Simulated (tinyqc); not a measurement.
From results back to parameters: electrons shared among three sets of ellipsoidal valleys. Three cases, with inputs chosen for the exercise.

Problem. An ellipsoidal valley with ml > mt has m_d = (ml mt^2)^(1/3) and 1/m_c = (1/ml + 2/mt)/3.

Case 1.

m_d = 0.328015 m0
m_c = 0.264403 m0

Case 2.

m_d = 0.221569 m0
m_c = 0.112712 m0

Case 3.

m_d = 0.312769 m0
m_c = 0.247314 m0

Find: K = ml/mt; ml; mt.

Solution. m_d/m_c = K^(1/3) (2 + 1/K)/3 rises steadily for K > 1, so it fixes K; then mt = m_d/K^(1/3) and ml = K mt.

Case 1.

K = ml/mt = 4.78
ml = 0.931 m0
mt = 0.1947 m0

Case 2.

K = ml/mt = 24.11
ml = 1.849 m0
mt = 0.0767 m0

Case 3.

K = ml/mt = 5.18
ml = 0.936 m0
mt = 0.1808 m0

Computed by tinyqc, one run a case: `OMP_NUM_THREADS=1 python tinyqc.py N N+1 out.jsonl` with N = 1681491, 1681627, 1681634; one thread of a shared Intel(R) Xeon(R) Processor @ 2.30GHz, about 0.01 s a run at most.
